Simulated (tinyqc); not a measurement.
Which input was changed? Model: strain-driven roughening and islands of a mismatched epitaxial film. Computed by tinyqc, a small Python program. Command: `OMP_NUM_THREADS=1 python tinyqc.py 3011533 3011534 out.jsonl island which`. One thread of a shared host (Intel(R) Xeon(R) Processor @ 2.30GHz), about 0.04 s of CPU time with the checks.

Film and substrate share isotropic elastic constants; the film is coherent and biaxially strained.

Inputs (values chosen for the exercise, modelled on Si(0.5)Ge(0.5) on Si):
```
quantity                                     value     unit
misfit |f|                                  0.0204        -
shear modulus G                               55.9      GPa
Poisson ratio nu                              0.23        -
surface energy gamma                          1.18    J/m^2
contact angle of the shallow shape theta_1    12.5  degrees
contact angle of the steep shape theta_2      30.5  degrees
facet energy of shape 1 over gamma          0.9974        -
facet energy of shape 2 over gamma           1.046        -
wetting energy gamma_s - gamma                0.42    J/m^2
decay length of wetting delta                 0.16       nm
island volume V                                 64     nm^3
```

Constants: e = 1.602176634e-19 C.

Method:
- M = 2 G (1 + nu)/(1 - nu); stress = M f; energy density w = M f^2.
- The surface energy depends on thickness as gamma + (gamma_s - gamma) exp(-h/delta). Its curvature adds W2 = (gamma_s - gamma) exp(-h/delta)/delta^2 to the restoring terms; the flat film is stable while W2 > (1 + nu)^2 w^2/gamma, which gives h_c = delta ln[(gamma_s - gamma) gamma/(delta^2 (1 + nu)^2 w^2)], or 0 if negative.
- Shallow faceted island (Tersoff form): E = 4 Gam V^(2/3) tan^(1/3)(theta) - 6 c V tan(theta), Gam = gamma [x/sin(theta) - 1/tan(theta)], x the facet energy over gamma, c = stress^2 (1 - nu)/(2 pi G).
- The barrier is the maximum of E, at V_c = [4 Gam/(9 c)]^3 / tan^2(theta) (1 GPa nm = 1 J/m^2).
- The two energies cross at V_x^(1/3) = 4 [Gam_2 t2^(1/3) - Gam_1 t1^(1/3)]/(6 c (t2 - t1)), t = tan(theta); mu = dE/dV.

Problem. One of these inputs alone was changed, within the range given: misfit |f| (0.0102 to 0.0408); surface energy gamma (0.59 to 2.36); wetting energy gamma_s - gamma (0.21 to 0.84); facet energy of shape 2 over gamma (0.95 to 1.2). Which one, and to what value?

Results:
```
run     crossing volume V_x (nm^3)  barrier, shape 2 (eV)  wetting-layer thickness h_c (nm)
before                    5897.560               259.5897                          1.239656
after                     3190.089               172.3353                          1.174110
```

Solution.

Each candidate set to reproduce crossing volume V_x, and what it then gives:
```
candidate                                 range searched  value needed  barrier, shape 2 (eV)  wetting-layer thickness h_c (nm)
misfit |f|                              0.0102 to 0.0408       0.02260                 172.34                            1.1741
surface energy gamma (J/m^2)                0.59 to 2.36        0.9614                 140.42                            1.2069
wetting energy gamma_s - gamma (J/m^2)      0.21 to 0.84     no effect                      -                                 -
facet energy of shape 2 over gamma           0.95 to 1.2         1.018                 159.80                            1.2397
```

Only misfit |f| fits every result: it went from 0.0204 to 0.0226. The next best candidate, facet energy of shape 2 over gamma, misses one result by 7.3 %.

Caution: the shallow-slope form overstates the relaxation of facets steeper than about 25 degrees.
